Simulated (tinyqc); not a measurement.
Franz-Keldysh effect at a direct gap: one step. Electro-optic energy and length. Two cases, with inputs chosen for the exercise.

Question. For each hole band give mr, th and the length th/(e Fd).

Parabolic bands, vertical transitions, no excitons. For each hole band j: mr = me mj/(me + mj); joint density of states J_j(E) = (mr/c)^(3/2) sqrt(E - Eg)/(2 pi^2), both spins, c = hbar^2/2m0; averaged matrix element |e.p|^2 = m0 Ep/6; alpha_j(E) = 4 pi^2 alpha_f c Ep J_j/(3 nr E) in 1/angstrom (alpha_f the fine-structure constant, listed as alpha among the constants), times 1e8 for 1/cm.

In a field Fd (1 kV/cm = 1e-5 V/angstrom) the electro-optic energy of band j is th = (c (e Fd)^2/mr)^(1/3), and sqrt(E - Eg) in J_j is replaced by pi sqrt(th) [Ai'(b)^2 - b Ai(b)^2] with b = (Eg - E)/th; Ai is the Airy function.

Constants: hbar^2/2m0 = 3.80998211 eV angstrom^2; fine-structure constant alpha = 0.007297352564.

Give: Scales.

Case 1.

Values chosen (near those of InP; the results hold for these values, not for the real material): Eg = 1.364 eV (direct gap); me = 0.0819 m0 (electron mass); mhh = 0.621 m0 (heavy-hole mass); mlh = 0.0863 m0 (light-hole mass); Ep = 19.9 eV (Kane energy); nr = 3.42 (refractive index); Fd = 56 kV/cm (uniform field).

Answer.

Scales:
```
hole,mr (m0),th (meV),length (angstrom)
heavy,0.07236,25.465,45.5
light,0.04202,30.522,54.5
```

The light-hole pair has th larger by a factor 1.199, the cube root of the ratio of reduced masses.

Case 2.

Values chosen (near those of InP; the results hold for these values, not for the real material): Eg = 1.375 eV (direct gap); me = 0.0785 m0 (electron mass); mhh = 0.585 m0 (heavy-hole mass); mlh = 0.0917 m0 (light-hole mass); Ep = 20.5 eV (Kane energy); nr = 3.36 (refractive index); Fd = 140 kV/cm (uniform field).

Answer.

Scales:
```
hole,mr (m0),th (meV),length (angstrom)
heavy,0.06921,47.606,34.0
light,0.04229,56.100,40.1
```

The light-hole pair has th larger by a factor 1.178, the cube root of the ratio of reduced masses.

Computed by tinyqc, one run a case: `OMP_NUM_THREADS=1 python tinyqc.py N N+1 out.jsonl` with N = 1650670, 1650687; one thread of a shared Intel(R) Xeon(R) Processor @ 2.30GHz, about 0.01 s a run at most.
